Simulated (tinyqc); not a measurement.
Width of the well: quantum-confined Stark effect in a modulator well.

Envelopes on cells of 0.5 angstrom over the well |z| < L/2 and 45 angstrom of barrier on each side, psi = 0 beyond, psi'/m continuous (mean mass between points), c = hbar^2/2m0. The electron sees + e F z and the hole - e F z, each with its offset in the barriers; 1 kV/cm = 1e-5 eV/angstrom. Light holes, band mixing and escape by tunnelling are left out.

Exciton: in-plane function exp(-rho/lam), 1/mu = 1/me + 1/mp, E(lam) = c/(mu lam^2) - (q/eps) times the integral over k of Fm(k)(1 + (k lam/2)^2)^(-3/2), Fm(k) the double integral of psi_e^2 psi_h^2 exp(-k |z - z'|), q = e^2/(4 pi eps0); binding Eb = -E at the minimum. Line at Eg + E_e + E_h - Eb, strength proportional to overlap^2/lam^2.

Constants: hbar^2/2m0 = 3.80998211 eV angstrom^2; e^2/(4 pi eps0) = 14.39964547 eV angstrom; hc = 1239.841984 eV nm.

Inputs chosen for the exercise (near those of an InGaAsP well in InP; shifted at random, so the results belong to these values and not to a real crystal): Vc = 0.201 eV (conduction offset); Vv = 0.308 eV (heavy-hole offset); me = 0.0484 m0 (electron, well); meb = 0.0765 m0 (electron, barrier); mh = 0.374 m0 (heavy hole along z, well); mhb = 0.507 m0 (heavy hole, barrier); Eg = 0.847 eV (gap of the well); mp = 0.106 m0 (heavy hole in the plane); eps = 13.2 (dielectric constant); Ls = (50, 66, 84, 104, 126, 150, 170) angstrom (widths); F_L = 89 kV/cm (field for this table).

Zero-field line, its shift at F_L and the relative strength.

Results:

| L (angstrom) | line at F = 0 (nm) | Eb (meV) | shift (meV) | relative strength | shift x strength (meV) |
|---|---|---|---|---|---|
| 50 | 1313.7 | 7.10 | -2.75 | 0.943 | 2.59 |
| 66 | 1355.5 | 6.81 | -5.34 | 0.847 | 4.52 |
| 84 | 1385.5 | 6.51 | -10.16 | 0.648 | 6.58 |
| 104 | 1407.0 | 6.21 | -17.92 | 0.386 | 6.92 |
| 126 | 1422.6 | 5.92 | -28.95 | 0.173 | 5.01 |
| 150 | 1433.9 | 5.64 | -43.37 | 0.057 | 2.49 |
| 170 | 1440.5 | 5.44 | -56.88 | 0.020 | 1.12 |

What does the comparison show?

The shift grows with exponent 2.39 in L over the first two rows and 2.17 over the last two, against 4 for hard walls at second order; leakage lowers it in narrow wells and saturation in wide ones. The strength falls from 0.94 to 0.02, and the product of the two is largest at 104 angstrom.

Program tinyqc; command `OMP_NUM_THREADS=1 python tinyqc.py 1280961 1280962 out.jsonl`; about 0.2 s on one thread of a shared Intel(R) Xeon(R) Processor @ 2.30GHz.
